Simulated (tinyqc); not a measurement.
Inside a calculation. Model: square on-chip spiral inductor, lumped pi model.

Numbers from tinyqc (`OMP_NUM_THREADS=1 python tinyqc.py 2302078 2302079 out.jsonl`; about 0.01 s on one thread of a shared Intel Xeon 2.30GHz). Printed values are rounded.

Outer diameter do = di + 2 n wd + 2 (n - 1) sp, mean da = (do + di)/2, fill p = (do - di)/(do + di), length l = 4 n da. L = 2.34 mu0 n^2 da/(1 + 2.75 p), mu0 = 4 pi 1e-7 H/m. Rs = rho l/(wd delta (1 - exp(-th/delta))), delta = sqrt(rho/(pi f mu0)). Cs = n wd^2 eps0 eo/hu across the coil. At each end Cox = l wd eps0 eo/(2 ho) leads to the substrate branch Rsi = 2 rs he/(l wd) in parallel with Csi = l wd eps0 11.7/(2 he). With one end grounded Y = 1/(Rs + i w L) + i w Cs + 1/[1/(i w Cox) + 1/(1/Rsi + i w Csi)], w = 2 pi f; Q = -Im Y/Re Y. Eddy currents in neighbouring turns and in the substrate are left out.

Values chosen for this exercise; values of the order met in silicon radio-frequency processes:
```
symbol,value,unit,meaning
n,2.5,,number of turns
wd,10,um,line width
sp,2,um,space between turns
di,60,um,inner diameter
th,2,um,metal thickness
rho,1.9,uohm cm,metal resistivity
ho,8.9,um,oxide below the coil
hu,1.2,um,oxide between coil and underpass
eo,3,,relative permittivity of the oxide
rs,10,ohm cm,substrate resistivity
he,30,um,effective spreading depth in the substrate
f,11,GHz,frequency
```

Constants: eps0 = 8.8541878128e-12 F/m. Results are converted to the units shown.

## Geometry and model elements

do, l, L, delta, Rs, Cs, Cox, Rsi and Csi as defined.

do = 116 um
l = 880 um
L = 0.862556 nH
delta = 0.661455 um
Rs = 2.65695 ohm
Cs = 5.53387 fF
Cox = 13.1321 fF
Rsi = 681.818 ohm
Csi = 15.1938 fF

Rs is 3.18 times the direct-current value in this empirical form, which overstates the skin effect of a flat slab when delta is near th and so stands in for some current crowding.

## Admittance, quality factor and apparent inductance

Series branch 1/(Rs + i w L), substrate branch, total Y, Q = -Im Y/Re Y, apparent inductance Im(1/Y)/w, metal-only value w L/Rs, share of the loss in the substrate Re(substrate branch)/Re Y.

series branch = 0.7461-16.7409i mS
substrate branch = 0.201911+0.638107i mS
Y = 0.9480-15.7203i mS
Q = 16.5822
apparent inductance = 0.917043 nH
w L/Rs = 22.4376
share of the loss in the substrate = 21.2982 %

Q is 73.9 % of the metal-only value.
